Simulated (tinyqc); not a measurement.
## Two channel transmissions from conductance and noise

Problem. A contact has two spin-degenerate channels: G = (2 q^2/h)(T1 + T2), Fano factor F = [T1 (1 - T1) + T2 (1 - T2)]/(T1 + T2), T1 > T2. Find T1 and T2.

G in units of 2 q^2/h = 0.93
Fano factor = 0.34784946

Solution. With g = T1 + T2, T1^2 + T2^2 = g (1 - F), so (T1 - T2)^2 = 2 g (1 - F) - g^2.

T1 = 0.760
T2 = 0.170

Numbers from tinyqc (`OMP_NUM_THREADS=1 python tinyqc.py 2740129 2740130 out.jsonl`; about 0.06 s on one thread of a shared Intel Xeon 2.30GHz).
